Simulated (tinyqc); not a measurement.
Hydrogenic donor in a hard-walled well (variational), step by step. Values are carried at full precision from step to step, so a last printed digit may differ when a step is redone from the rounded ones.

Constants: Ry = 13.60569312 eV; a0 (Bohr radius) = 0.5291772105 angstrom; hbar^2/2m0 = 3.80998211 eV angstrom^2; e^2/(4 pi eps0) = 14.39964547 eV angstrom.

Inputs chosen for the exercise (near those of InGaAs; the results hold for these values, not for the real material):
```
symbol  value                                unit      meaning
m       0.042                                m0        mass
eps     13.9                                           dielectric constant
L       662                                  angstrom  well width
zi      118                                  angstrom  position of the donor from the centre
lam     170                                  angstrom  trial length
lams    (102, 130, 157, 185, 222, 268, 333)  angstrom  trial lengths
```

## Bulk donor

Ry* = Ry m/eps^2, a* = a0 eps/m, and the subband energy c (pi/L)^2/m with c = hbar^2/2m0.

Ry* = 2.958 meV
a* = 175.13 angstrom
subband energy = 2.04 meV

## One trial length

Trial function cos(pi z/L) exp(-r/lam), r measured from the donor at zi, walls at +/- L/2, one eps everywhere. Counted from the lowest subband, E(lam) = c/(m lam^2) - (q/eps) I0/I1, with I0 the integral of cos^2(pi z/L) exp(-2|z - zi|/lam) over the well and I1 the same with the factor (|z - zi| + lam/2); c = hbar^2/2m0, q = e^2/(4 pi eps0). The binding energy is -E at the minimum.

Evaluate I0, I1 and both terms.

I0 = 105.982 angstrom
I1 = 16034.3 angstrom^2
kinetic term = 3.139 meV
Coulomb term = -6.847 meV
E = -3.708 meV

## Scan and minimum

E for each trial length, then the minimum.

Scan:
```
lam (angstrom)  kinetic (meV)  Coulomb (meV)  E (meV)
102                     8.719        -10.722   -2.003
130                     5.368         -8.626   -3.259
157                     3.680         -7.325   -3.645
185                     2.651         -6.380   -3.729
222                     1.841         -5.495   -3.655
268                     1.263         -4.728   -3.465
333                     0.818         -3.988   -3.170
```

best lam = 185.1 angstrom
binding energy = 3.73 meV
in Ry* = 1.261

At L = 3.78 a* this donor is bound more strongly than in the bulk.

## Checks

- Binding at the centre of a very wide well (200 a*) against Ry*, meV: both 2.96.
- Binding in a very thin well (a*/2000) against 4 Ry*, meV: both 11.8.

Program tinyqc; command `OMP_NUM_THREADS=1 python tinyqc.py 1280032 1280033 out.jsonl`; about 0.03 s on one thread of a shared Intel(R) Xeon(R) Processor @ 2.30GHz.
